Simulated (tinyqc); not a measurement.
Tunnelling through a thin dielectric with one trap, as a tight-binding chain: sweeps and comparisons. A value that a table varies takes the place of the one given here.

Hopping -t everywhere, t = c/(m a^2), c = hbar^2/2m0; lead sites at 2t (band bottom 0), barrier sites 1 to N at 2t + phi, and site j has U besides. No voltage. Leads give S = -t exp(ika) on sites 1 and N, cos(ka) = 1 - E/(2t). T = (2 t sin(ka))^2 |G_1N|^2, G = (E - H - S)^-1. In the barrier cosh(q a) = 1 + (phi - E)/(2t).

Resonance: the lowest eigenvalue of H + S(E), iterated until its real part equals E (40 rounds from Eb = phi + 2t - sqrt(4t^2 + U^2), the level in an endless barrier). With v the normalised squared amplitudes of that state, Gamma_L = 2 t sin(ka) v_1, Gamma_R = 2 t sin(ka) v_N; Breit-Wigner T = Gamma_L Gamma_R/((E - Er)^2 + (Gamma_L + Gamma_R)^2/4).

Constants: hbar^2/2m0 = 3.80998211 eV angstrom^2.

Inputs chosen for the exercise (barrier and mass of the size used for Al2O3 on silicon; the results hold for these values, not for the real material):
- a = 3 angstrom (site spacing)
- m = 0.29 m0 (mass, the same in leads and barrier)
- phi = 1.96 eV (conduction edge of the barrier above that of the leads)
- N = 9 (barrier sites)
- j = 3 (site of the trap)
- U = -2.87 eV (extra energy on the trap site)
- E = 0.7 eV (electron energy)

## Transmission around the level

Er = 0.78342 eV

widths (meV): left 52.224, right 0.049630

Energies Er + x (Gamma_L + Gamma_R).

T:
```
x     E (eV)     chain  Breit-Wigner   no trap
-8.0  0.3652  1.57e-06      1.48e-05  4.20e-08
-3.0  0.6266  4.70e-05      0.000103  2.34e-07
-1.0  0.7311  0.000597      0.000759  4.53e-07
-0.5  0.7573   0.00169       0.00190  5.34e-07
0.0   0.7834   0.00379       0.00379  6.31e-07
0.5   0.8096   0.00221       0.00190  7.45e-07
1.0   0.8357   0.00102      0.000759  8.80e-07
3.0   0.9402  0.000240      0.000103  1.73e-06
8.0   1.2016  0.000141      1.48e-05  1.03e-05
```

At Er the chain gives 0.00379, 6.01e+03 times the value without trap, and Breit-Wigner 0.00379. In the wings the single pole gives 9.41 times the chain value at x = -8 and 0.105 times at x = 8, because the widths and the level shift change with energy.

## Where a trap does most harm

The trap is moved through the barrier. The area under the resonance, 2 pi Gamma_L Gamma_R/(Gamma_L + Gamma_R), sets the current through it.

Against position:
```
j  Er (eV)  Gamma_L (meV)  Gamma_R (meV)     peak  area (meV)
3   0.7834           52.2         0.0496  0.00379       0.312
4   0.7853           9.16          0.283    0.116        1.72
5   0.7855           1.61           1.61     1.00        5.05
6   0.7853          0.283           9.16    0.116        1.72
7   0.7834         0.0496           52.2  0.00379       0.312
```

The area is largest at j = 5 (5.05 meV) and 16.2 times smaller at j = 3: the slower of the two steps limits the current, so traps in the middle carry most. Each site towards a lead multiplies its width by about 5.69, close to exp(2 q a) = 5.69 at Eb.

## Direct against trap-assisted paths

N odd, the trap in the middle, j = (N + 1)/2. Direct T is that without trap at the energy Er; area = 2 pi Gamma_L Gamma_R/(Gamma_L + Gamma_R). The exponents are the slopes of the logarithms between the last two rows, per angstrom.

Against thickness:
```
N   N a (angstrom)  Er (eV)  direct T  area (meV)
5             15.0   0.7795  0.000655         164
7             21.0   0.7850  2.06e-05        28.8
9             27.0   0.7855  6.39e-07        5.05
11            33.0   0.7856  1.97e-08       0.888
13            39.0   0.7856  6.10e-10       0.156
15            45.0   0.7856  1.88e-11      0.0274
17            51.0   0.7856  5.82e-13     0.00482
```

exponents (1/angstrom): direct 0.5796, through the trap 0.2898

The direct path falls as exp(-0.580 d) and the path through a central trap as exp(-0.290 d), 2.00 times more slowly, since each step crosses half the layer. From 5 to 17 sites the first loses 9.1 decades and the second 4.5: in thicker layers even few traps rule the leakage. Inelastic capture with phonons is left out.

## What each parameter does

Resonance and log10 T at E. Each row changes one parameter from the base and keeps the others.

Results:
```
case           Er (eV)  Gamma_L (meV)  Gamma_R (meV)  log10 T
base            0.7834          52.22        0.04963   -3.642
m = 0.267 m0    0.8530          66.91         0.1003   -3.878
phi = 2.06 eV   0.8853          52.56        0.05012   -4.515
N = 10          0.7834          52.22       0.008709   -4.423
j = 4           0.7853          9.158         0.2829   -3.638
U = -2.784 eV   0.8448          55.82        0.06301   -4.102
```

The largest shifts from the base row, up to three for each result and ties (the steps differ in size, so this ranks the rows, not the parameters). Er (eV): phi +0.1019, m +0.0696, U +0.0614; unchanged at the printed digits by N. Gamma_L (meV): j -43.1, m +14.7, U +3.60; unchanged at the printed digits by N. Gamma_R (meV): j +0.233, m +0.0506, N -0.0409. log10 T: phi -0.872, N -0.780, U -0.459.

tinyqc: `OMP_NUM_THREADS=1 python tinyqc.py 1451295 1451296 out.jsonl`; about 0.04 s, one thread, shared Intel(R) Xeon(R) Processor @ 2.30GHz.
